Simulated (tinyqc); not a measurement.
Inside a calculation: quaternary alloy A(x)B(1-x)C(y)D(1-y) matched to a substrate. Values are carried at full precision from step to step, so a last printed digit may differ when a step is redone from the rounded ones.

Matching a(x,y) = a_s gives x = (a_s - y a_BC - (1 - y) a_BD)/(y (a_AC - a_BC) + (1 - y)(a_AD - a_BD)).
Constants: hc = 1239.841984 eV nm.

Values chosen for the exercise (AC, AD, BC, BD near GaAs, GaP, InAs and InP; substrate near InP; the results hold for these values, not for the real material):
```
symbol  value                         unit      meaning
a       (5.647, 5.458, 6.056, 5.876)  angstrom  lattice constants of AC, AD, BC, BD
a_s     5.876                         angstrom  substrate
y       0.56                                    fraction of C
Eg      (1.502, 2.905, 0.414, 1.409)  eV        gaps at Gamma of AC, AD, BC, BD
Cb      (0.434, 0.694, 0.191, 0.095)  eV        bowing of ABC, ABD, ACD, BCD
dx      0.032                                   error of x in growth
```

## The matched composition

Give numerator, denominator and x.

numerator = -0.10080 angstrom
denominator = -0.41296 angstrom
x = 0.2441

## The gap by rule 1

Q(x,y) = x y Q_AC + x (1 - y) Q_AD + (1 - x) y Q_BC + (1 - x)(1 - y) Q_BD for the lattice constant. Gap, rule 1: Q(x,y) - x (1 - x)[y C_ABC + (1 - y) C_ABD] - y (1 - y)[x C_ACD + (1 - x) C_BCD]. Rule 2 (mean of ternaries): {x (1 - x)[y T_ABC(x) + (1 - y) T_ABD(x)] + y (1 - y)[x T_ACD(y) + (1 - x) T_BCD(y)]}/{x (1 - x) + y (1 - y)}, T_ABC(x) = x E_AC + (1 - x) E_BC - C_ABC x (1 - x), T_ACD(y) = y E_AC + (1 - y) E_AD - C_ACD y (1 - y), and alike. Only the Gamma valley is followed.

Give the four weights, the bilinear part, the two bowing terms, the gap and hc/gap.

weights of AC, AD, BC, BD: [0.1367, 0.1074, 0.4233, 0.3326]

bilinear part = 1.1612 eV

bowing terms (eV): [0.1012, 0.0292]

gap = 1.0308 eV
wavelength = 1203 nm

## The gap by rule 2

Give the four ternary gaps and their weighted mean.

T_ABC, T_ABD, T_ACD, T_BCD (eV): [0.5995, 1.6461, 2.0723, 0.8284]

gap = 1.1012 eV

Rule 2 lies 70 meV above rule 1: it averages the two bowing terms where rule 1 adds them. Both agree on the ternary edges.

## An error in composition

Replace x by x + dx; mismatch (a_s - a)/a and change of the relaxed gap by rule 1.

a = 5.8628 angstrom
mismatch = 0.225 %
change of the gap = 31.4 meV

The layer would be under tension; the strain shift of the gap is not included.

## Checks

- Lattice constant at the matched composition against a_s (angstrom): both 5.8760.
- Rule 2 as a mean of ternaries against its form with averaged bowing (eV): both 1.1012.

Run: tinyqc, `OMP_NUM_THREADS=1 python tinyqc.py 1051513 1051514 out.jsonl`; Intel(R) Xeon(R) Processor @ 2.30GHz, one thread, shared host; about 0.01 s of CPU time with all checks.
